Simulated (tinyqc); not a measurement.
Inside a calculation. Method: Luttinger-Kohn k.p, four valence bands. One step of it, computed by the program tinyqc.

Problem. Bloch Hamiltonian at k. P = c g1 k^2, Q = c g2 (kx^2 + ky^2 - 2 kz^2), R = c sqrt3 [-g2 (kx^2 - ky^2) + 2i g3 kx ky], S = 2 c sqrt3 g3 (kx - i ky) kz, c = hbar^2/2m = 3.809982 eV angstrom^2; rows [P+Q, -S, R, 0], [-S*, P-Q, 0, R], [R*, 0, P-Q, S], [0, R*, S*, P+Q]. The path ends lie at |k| = 0.06 1/angstrom.

Luttinger parameters chosen for this model; energies are counted downward from the top of the valence band:
```
parameter      value  unit
g1         19.580000
g2          7.130000
g3          9.200000
```

k point k (1/angstrom): 0.034000  -0.018000  -0.013000

Give: H(k) at k.

Solution.

H(k) at k (eV):
```
                3/2            1/2           -1/2           -3/2
3/2           0.154   0.054+0.028i  -0.039-0.074i          0.000
1/2    0.054-0.028i          0.092          0.000  -0.039-0.074i
-1/2  -0.039+0.074i          0.000          0.092  -0.054-0.028i
-3/2          0.000  -0.039+0.074i  -0.054+0.028i          0.154
```
